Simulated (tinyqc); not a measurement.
Defect, radiative and Auger recombination at equal electron and hole densities (ABC model), step by step. Values are carried at full precision from step to step, so a last printed digit may differ when a step is redone from the rounded ones.

J/(e d) = Ae n + B n^2 + C n^3 with Ae = A + 4 S/w (four side walls, carriers spread evenly), e = 1.602176634e-19 C, lengths in cm; internal efficiency IQE = B n^2/(Ae n + B n^2 + C n^3); all injected carriers recombine in the layer.

Values chosen for the exercise (orders of magnitude like those quoted for Si; not measured data):
```
symbol  value    unit        meaning
A       6800     1/s         defect rate
B       3.6e-15  cm^3/s      radiative coefficient
C       3.6e-30  cm^6/s      Auger coefficient
S       0        cm/s        recombination velocity of the side walls
w       2700     micrometre  side of the square mesa
d       260000   nm          active thickness
J       12       A/cm^2      current density
ex      0.51                 extraction efficiency
Eph     1.09     eV          photon energy
```

## The efficiency peak

IQE peaks at n_p = sqrt(Ae/C); with Q = B/sqrt(Ae C), IQE_max = Q/(Q + 2).

Ae = 6800 1/s
n_p = 4.346e+16 1/cm^3
Q = 0.02301
IQE_max = 0.0114
J at the peak = 2.49 A/cm^2

The side walls are taken as passivated.

## Carrier density at the given current

G = J/(e d). Newton steps from the smallest of G/Ae, sqrt(G/B) and (G/C)^(1/3); stop when the relative step is below 1e-9.

G = 2.881e+21 1/(cm^3 s)

Newton steps:
```
step  n (1/cm^3)   rate/G  relative step
1     9.2839e+16  1.22992         -0.071
2     8.6252e+16  1.01480        -0.0056
3     8.5767e+16  1.00008       -3.0e-05
4     8.5764e+16  1.00000       -8.0e-10
```

n = 8.576e+16 1/cm^3

The start is an upper bound and the function is convex, so the steps fall monotonically; 4 are needed.

## Shares, lifetimes and light

Shares of the three paths; lifetime n/G = 1/(Ae + B n + C n^2); differential lifetime 1/(Ae + 2 B n + 3 C n^2) and bandwidth 1/(2 pi tau_d); optical power density ex IQE J Eph/e.

shares: defect 0.2024, radiative 0.0092, Auger 0.7884

lifetime = 2.98e+04 ns
differential lifetime = 1.15e+04 ns
bandwidth = 0.0138 MHz
optical power density = 0.0613 W/cm^2

The Auger path is the largest; the device runs above its efficiency peak, where the defect and Auger shares are equal.

## Checks

- Density from Newton steps against bisection (1/cm^3): both 8.5764e+16.

Computed by tinyqc, a small Python program: `OMP_NUM_THREADS=1 python tinyqc.py 1650581 1650582 out.jsonl` (the numbers bound the seed that draws the inputs); one thread of a shared host (Intel(R) Xeon(R) Processor @ 2.30GHz), about 0.01 s for the whole set of steps.
